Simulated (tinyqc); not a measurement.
Inside a calculation. Method: Hueckel theory of the pi electrons, for the molecule [CH2]c1ccc(O)c(O)c1 (SMILES; centres numbered as the heavy atoms are written). One step of it, computed by the program tinyqc.

Task: Energy, charges, bond orders. E = sum n x; q_r = z_r - P_rr; bond order p = P_rs; free valence = sqrt(3) - sum of p over the bonds of the atom.

x values: 2.599275  2.236266  1.881161  1.046172  0.818505  -0.045223  -1.049667  -1.344474  -2.142016

occupations: 2.000000  2.000000  2.000000  2.000000  2.000000  1.000000  0.000000  0.000000  0.000000

charge and bond-order matrix P:
```
           1C         2C         3C         4C         5C         6O         7C         8O
1C   1.044324   0.640545  -0.005407  -0.122428  -0.014397   0.038385  -0.121146   0.041643
2C   0.640545   1.009450   0.518117  -0.019804  -0.212866   0.065253  -0.010549  -0.013631
3C  -0.005407   0.518117   1.023517   0.707250  -0.012344  -0.029940  -0.278289   0.087736
4C  -0.122428  -0.019804   0.707250   1.030978   0.617876  -0.135007   0.039930  -0.033528
5C  -0.014397  -0.212866  -0.012344   0.617876   0.975246   0.254227   0.589772  -0.122847
6O   0.038385   0.065253  -0.029940  -0.135007   0.254227   1.933130  -0.122847   0.025161
7C  -0.121146  -0.010549  -0.278289   0.039930   0.589772  -0.122847   0.983906   0.239521
8O   0.041643  -0.013631   0.087736  -0.033528  -0.122847   0.025161   0.239521   1.942618
9C  -0.029466   0.519399  -0.028464  -0.279571   0.048590  -0.048233   0.695063  -0.165080

           9C
1C  -0.029466
2C   0.519399
3C  -0.028464
4C  -0.279571
5C   0.048590
6O  -0.048233
7C   0.695063
8O  -0.165080
9C   1.056831
```

Centres:
```
centre  z_r, pi electrons of the neutral centre         h
1C                                            1  0.000000
2C                                            1  0.000000
3C                                            1  0.000000
4C                                            1  0.000000
5C                                            1  0.000000
6O                                            2  2.000000
7C                                            1  0.000000
8O                                            2  2.000000
9C                                            1  0.000000
```

Bonds:
```
i  j         k
1  2         1
2  3         1
3  4         1
4  5         1
5  6  0.800000
5  7         1
7  8  0.800000
7  9         1
9  2         1
```

Give: pi energy = 11 alpha + this times beta; pi charges; Bond orders and lengths from R = 1.517 - 0.180 p; free valence of the carbons; gap between the highest filled and the next level.

Result:

pi energy = 11 alpha + this times beta = 17.1175

pi charges: 1C -0.0443, 2C -0.0095, 3C -0.0235, 4C -0.0310, 5C 0.0248, 6O 0.0669, 7C 0.0161, 8O 0.0574, 9C -0.0568

Bond orders and lengths from R = 1.517 - 0.180 p (angstrom, C-C alone):
```
bond       p       R
1-2   0.6405  1.4017
2-3   0.5181  1.4237
3-4   0.7073  1.3897
4-5   0.6179  1.4058
5-6   0.2542       -
5-7   0.5898  1.4108
7-8   0.2395       -
7-9   0.6951  1.3919
9-2   0.5194  1.4235
```

free valence of the carbons: 1C 1.0915, 2C 0.0540, 3C 0.5067, 4C 0.4069, 5C 0.2702, 7C 0.2077, 9C 0.5176

gap between the highest filled and the next level = 1.0044 |beta|
